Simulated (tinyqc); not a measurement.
Approximations to the ground state: Holstein polaron on two sites. Computed by tinyqc, a small Python program. Command: `OMP_NUM_THREADS=1 python tinyqc.py 3031856 3031857 out.jsonl holstein walk`. One thread of a shared host (Intel(R) Xeon(R) Processor @ 2.30GHz), about 0.01 s of CPU time with the checks.

One electron on sites 1 and 2: H = -t (c1+ c2 + c2+ c1) + hbar omega sum_i b_i+ b_i - g hbar omega sum_i n_i (b_i + b_i+). The symmetric phonon shifts the energy by -g^2 hbar omega/2 and drops out; with b = (b_1 - b_2)/sqrt(2) there remains H = -t sigma_x + hbar omega b+ b - (g hbar omega/sqrt(2)) sigma_z (b + b+). Parity splits it into blocks p = +1 and -1 over phonon numbers n. Zero-point energies are left out. Weights Z refer to mode b alone; the displaced symmetric mode multiplies the full zero-phonon weight by exp(-g^2/2).

Inputs (values chosen for the exercise, for a model dimer): hopping t = 20 meV; phonon energy hbar omega = 111 meV; coupling g = 0.439.

Method:
- Polaron binding energy E_p = g^2 hbar omega; ratio E_p/t (the adiabatic potential has two wells when it exceeds 1); adiabaticity hbar omega/t.
- Block p: H_nn = n hbar omega - p t (-1)^n - g^2 hbar omega/2, H_(n,n+1) = -(g hbar omega/sqrt(2)) sqrt(n + 1).
- Use 60 levels in both blocks; Z = c_0^2 is the weight of n = 0 in the ground state c; the splitting is the lowest odd level less the lowest even one, which without coupling is the smaller of 2t and hbar omega; <sigma_x> = sum (-1)^n c_n^2 measures the kinetic energy.
- Second order: E = -t - E_p/2 - (E_p/2) hbar omega/(hbar omega + 2t). Lang-Firsov: E = -E_p - t exp(-g^2). Variable displacement: E(x) = -E_p/2 - t exp(-g^2 x^2) - (E_p/2)(2x - x^2), minimised over 0 <= x <= 1. Adiabatic, classical lattice: E = -E_p/2 - t for E_p < t, else -E_p - t^2/(2 E_p); it leaves out the change of zero-point energy.

E_p = 21.3920 meV

E_p/t = 1.06960

ground-state energy = -38.7053 meV

hbar omega/t = 5.55

splitting/(2t) = 0.810108

Ground-state energy (meV):
```
method                       E  E - exact
second order in g      -38.559     0.1467
Lang-Firsov            -37.886     0.8190
variable displacement  -38.669     0.0360
adiabatic, classical   -30.741     7.9640
```

best displacement x = 0.75599

What follows from these numbers?

Closest here is variable displacement (+0.04 meV), furthest adiabatic, classical (+7.96 meV), at hbar omega/t = 5.55 and E_p/t = 1.07. Lang-Firsov and variable displacement are variational and lie above the exact value. The Lang-Firsov narrowing exp(-g^2) = 0.825 compares with the exact splitting ratio 0.81.

Extremes, crossings and ranges named in words are read from the listed rows.
